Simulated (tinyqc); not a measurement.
Thin-film optics by transfer matrices: one step. Layer matrices and their product. Four cases, with inputs chosen for the exercise.

Task: Form each matrix and multiply from the top down.

Indices N = n + i k. Snell: N0 sin(theta) = N_j sin(theta_j), with Im(N_j cos theta_j) >= 0. Admittance y_j = N_j cos theta_j for s and N_j/cos theta_j for p. Phase delta_j = 2 pi N_j cos theta_j d_j/lambda. Layer matrix [[cos delta, -i sin delta/y], [-i y sin delta, cos delta]], multiplied from the top down to M. (B, C) = M (1, y_sub); r = (y0 B - C)/(y0 B + C), R = |r|^2, T = 4 Re y0 Re y_sub/|y0 B + C|^2, absorbed in the films 1 - R - T.

Give: matrix of film 1; matrix of film 2; M.

Case 1.

y_j: ambient 3.863703, film 1 2.393194, film 2 1.944735, substrate 4.891527+2.529720i

delta_j (rad): film 1 0.117924, film 2 0.059719

Result:

matrix of film 1:
```
[[0.9931, -0.0492i],
 [-0.2816i, 0.9931]]
```

matrix of film 2:
```
[[0.9982, -0.0307i],
 [-0.1161i, 0.9982]]
```

M:
```
[[0.9856, -0.0795i],
 [-0.3963i, 0.9826]]
```

Case 2.

y_j: ambient 0.707107, film 1 1.446409, film 2 1.284195, substrate 0.268707+3.604629i

delta_j (rad): film 1 1.823354, film 2 0.202677

Result:

matrix of film 1:
```
[[-0.2499, -0.6694i],
 [-1.4005i, -0.2499]]
```

matrix of film 2:
```
[[0.9795, -0.1567i],
 [-0.2585i, 0.9795]]
```

M:
```
[[-0.4178, -0.6166i],
 [-1.3073i, -0.4643]]
```

Case 3.

y_j: ambient 1.154701, film 1 2.795167+0.597764i, film 2 1.623545, substrate 0.879955+2.754788i

delta_j (rad): film 1 0.423074+0.096540i, film 2 0.481920

Result:

matrix of film 1:
```
[[0.9161-0.0397i, -0.1476i],
 [0.4930-1.1002i, 0.9161-0.0397i]]
```

matrix of film 2:
```
[[0.8861, -0.2855i],
 [-0.7525i, 0.8861]]
```

M:
```
[[0.7007-0.0352i, -0.0113-0.3923i],
 [0.4070-1.6643i, 0.4977-0.1759i]]
```

Case 4.

y_j: ambient 2.366202, film 1 1.964422, film 2 1.986747+0.013847i, substrate 4.061175+0.020378i

delta_j (rad): film 1 1.485831, film 2 0.576850+0.009813i

Result:

matrix of film 1:
```
[[0.0849, -0.5072i],
 [-1.9573i, 0.0849]]
```

matrix of film 2:
```
[[0.8382-0.0054i, 0.0022-0.2745i],
 [0.0239-1.0835i, 0.8382-0.0054i]]
```

M:
```
[[-0.4784-0.0126i, -0.0025-0.4485i],
 [-0.0084-1.7326i, -0.4662-0.0048i]]
```

Each matrix has determinant 1, and so has M.

Computed by tinyqc, one run a case: `OMP_NUM_THREADS=1 python tinyqc.py N N+1 out.jsonl` with N = 1680265, 1680289, 1680292, 1680496; one thread of a shared Intel(R) Xeon(R) Processor @ 2.30GHz, about 0.01 s a run at most.
